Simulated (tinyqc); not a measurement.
What moves the results: buckled dimers of a reconstructed (001) surface, two dangling bonds a dimer. A value that a table varies takes the place of the one given here.

In a dimer one atom moves up by z and the other down by z; the dangling bond of the up atom (more s-like) falls by gm z and that of the down atom rises by gm z. With all dimers tilted alike: H(k) = [[-gm z - 2 ta cos k, -tp - 2 tx cos k], [., gm z - 2 ta cos k]], k along the row in 1/a. Two electrons a dimer fill the lowest N of the 2N levels on the mesh k_j = (j + 1/2) pi/N. Total energy a dimer: W(z) = (2/N) sum of the filled levels + kf z^2. Repulsion between electrons is left out.

Values chosen for the exercise (of the size met on diamond (001); not measured data):
```
symbol  value  unit           meaning
tp      1.12   eV             pi coupling inside a dimer
ta      0.16   eV             coupling between like atoms along the row
tx      0.05   eV             diagonal coupling along the row
gm      1.88   eV/angstrom    shift of a dangling bond with height
kf      6      eV/angstrom^2  force constant of buckling
N       8                     k points
```

## Energy against buckling

W relative to z = 0; gap as lowest upper less highest lower level on 201 points from 0 to pi.

Per dimer (eV):
```
z (angstrom)  band energy  elastic       W     gap
0.00               0.0000   0.0000  0.0000  1.6000
0.05              -0.0079   0.0150  0.0071  1.6079
0.10              -0.0315   0.0600  0.0285  1.6316
0.15              -0.0702   0.1350  0.0648  1.6704
0.20              -0.1233   0.2400  0.1167  1.7237
0.30              -0.2688   0.5400  0.2712  1.8696
0.40              -0.4592   0.9600  0.5008  2.0604
0.50              -0.6858   1.5000  0.8142  2.2872
0.60              -0.9408   2.1600  1.2192  2.5423
```

No row lies below the flat dimer. The band energy falls as z^2 at first and linearly, as -2 gm z, once gm z is far above tp, so the elastic term always wins at large z. The gap is open at all z.

## Strong pi bonds keep dimers flat

tp is varied; z minimises W on 0 to 1 angstrom; gap on 201 points; charge moved: the mean of gm z/sqrt((gm z)^2 + h^2) over the mesh, h the off-diagonal element.

Against tp:
```
tp (eV)  z (angstrom)  gain (eV)  gap (eV)  charge moved (e)
0.10           0.3067     0.1854    0.5469             0.979
0.20           0.2931     0.1745    0.5476             0.936
0.30           0.2690     0.1412    0.5488             0.859
0.45           0.2047     0.0364    0.5514             0.653
0.60           0.0000     0.0000    0.5600             0.000
0.80           0.0000     0.0000    0.9600             0.000
1.00           0.0000     0.0000    1.3600             0.000
1.30           0.0000     0.0000    1.9600             0.000
1.60           0.0000     0.0000    2.5600             0.000
```

Dimers buckle for tp up to 0.45 eV among these rows; for an isolated dimer the limit is gm^2/kf = 0.589 eV. While buckled, the splitting, on average over k, stays near 2 gm^2/kf = 1.178 eV whatever tp is, and beyond the limit it follows 2 tp; the gap is smaller by the width of the bands, about 4 ta = 0.64 eV.

## Tilting alike or in alternation

Alternation doubles the cell: sites L1, R1, L2, R2 with levels -gm z, +gm z, +gm z, -gm z, -tp inside a dimer, -2 ta cos k between L1-L2 and R1-R2, -2 tx cos k between L1-R2 and R1-L2, on k_j = (j + 1/2) pi/(2N); the lowest half of the levels is filled. Energies a dimer; gaps on these meshes.

Two patterns:
```
z (angstrom)  W alike (eV)  W alternating (eV)  difference (meV)  gap alike (eV)  gap alternating (eV)
0.05               -2.2329             -2.2332              -0.3          1.6202                1.6141
0.10               -2.2115             -2.2126              -1.2          1.6439                1.6466
0.15               -2.1752             -2.1777              -2.5          1.6827                1.6994
0.20               -2.1233             -2.1275              -4.2          1.7360                1.7707
0.30               -1.9688             -1.9766              -7.8          1.8818                1.9602
0.40               -1.7392             -1.7502             -10.9          2.0726                2.1982
0.50               -1.4258             -1.4391             -13.3          2.2994                2.4707
```

The lowest W listed is -2.2329 eV for like tilts and -2.2332 eV for alternation (both in the first row: W rises with z, so these dimers stay nearly flat); the difference at equal z runs from -13.3 to -0.3 meV. With alternation ta joins filled up atoms to empty down atoms and gains energy in second order, about 2 ta^2/(gm z) a dimer at large z, while tx does so for like tilts; here ta = 0.16 and tx = 0.05 eV. At z = 0.3 the gap is 1.882 eV alike and 1.960 eV alternating.

Computed by tinyqc, a small Python program: `OMP_NUM_THREADS=1 python tinyqc.py 1452351 1452352 out.jsonl` (the numbers bound the seed that draws the inputs); one thread of a shared host (Intel(R) Xeon(R) Processor @ 2.30GHz), about 0.01 s for the whole set of steps.
